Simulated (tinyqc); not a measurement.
# Admittance spectroscopy of a deep trap: what changes with what

Schottky contact on an n-type layer with shallow donors Nd (all ionised) and a donor-like deep trap, neutral when filled and positive when empty; depletion approximation. Traps within lam of the depletion edge stay filled. The traps at xt = W - lam, where the level crosses the Fermi level, follow a slow signal and not a fast one. w = 2 pi f.

Inputs (values chosen for the exercise); material values close to those of 4H silicon carbide:
```
symbol,value,unit,meaning
eps_r,9.76,,relative permittivity
Nc,1.69e19,cm^-3,conduction-band density of states at 300 K
vth,2e7,cm/s,thermal velocity at 300 K
Nd,1.9e15,cm^-3,shallow donor density
Vbi,1.07,V,built-in voltage
Et,0.66,eV,depth of the trap below the conduction edge
sn,1.7e-16,cm^2,capture cross-section
Nt,2.1e14,cm^-3,trap density
Vr,0.8,V,reverse bias
T,409,K,temperature
```

Constants: q = 1.602176634e-19 C, kB = 1.380649e-23 J/K, eps0 = 8.8541878128e-14 F/cm where lengths are in cm. Results are converted to the units shown.

Each table varies one quantity; the others keep the values above.

## Effect of the bias

Emission rate en = sn vth(T) Nc(T) exp(-Et/kB T) = sn g T^2 exp(-Et/kB T), g = vth Nc/(300 K)^2, as vth goes as T^0.5 and Nc as T^1.5 (degeneracy factor 1). lam = sqrt(2 eps0 eps_r (EF - ET)/(q Nd)), EF - ET = Et - (kB T/q) ln(Nc(T)/Nd), Nc(T) = Nc (T/300 K)^1.5. In the steady state at the band bending V, 2 eps0 eps_r V/q = Nd W^2 + Nt (W - lam)^2 (the second term only if W > lam). V = Vbi + Vr. C_HF = eps0 eps_r/W, C_LF = eps0 eps_r (Nd + Nt)/(Nd W + Nt xt). Inflection frequency w0 = 2 en [1 + Nt xt/(Nd W)]; C = C_HF + (C_LF - C_HF)/(1 + (w/w0)^2), G/w = (C_LF - C_HF)(w/w0)/(1 + (w/w0)^2).

Effect of the bias:
```
Vr (V)	W (nm)	xt/W	C_HF (nF/cm^2)	step (nF/cm^2)	step (% of C_HF)
0	771.1	0.4445	11.21	0.6559	5.852
0.9	1038	0.5874	8.325	0.3566	4.283
1.7	1226	0.6506	7.050	0.2540	3.603
2.6	1406	0.6954	6.145	0.1921	3.126
3.4	1549	0.7235	5.579	0.1579	2.830
4.3	1695	0.7472	5.100	0.1316	2.581
5.1	1814	0.7639	4.764	0.1146	2.406
6	1939	0.7792	4.456	0.1001	2.247
```

What does the comparison show, and why?

xt/W rises from 0.444 to 0.779 since lam stays at 428 nm, and the relative step falls from 5.85 to 2.25 %: the nearer xt lies to W in proportion, the less the traps add.

## Admittance against frequency

Same model as above.

V = Vbi + Vr.

Admittance against frequency:
```
f (Hz)	C (nF/cm^2)	G/w (nF/cm^2)
11	8.9145	0.015478
23	8.9123	0.032178
49	8.9028	0.066805
100	8.8687	0.12355
220	8.7629	0.18438
480	8.6280	0.15936
1000	8.5645	0.093431
2200	8.5450	0.044826
4700	8.5408	0.021222
10000	8.5398	0.0099993
```

Read the table: what changes, and by how much?

C falls from 8.91 to 8.54 nF/cm^2, between C_LF = 8.92 and C_HF = 8.54, and G/w goes from 0.0155 through a maximum of 0.184 (at f = 220 Hz among the rows listed) to 0.0100 nF/cm^2. The exact peak is half of the step, 0.188 nF/cm^2, at 266 Hz.

tinyqc, about 0.01 s, one thread, Intel Xeon 2.30GHz (shared host): `OMP_NUM_THREADS=1 python tinyqc.py 2050033 2050034 out.jsonl`
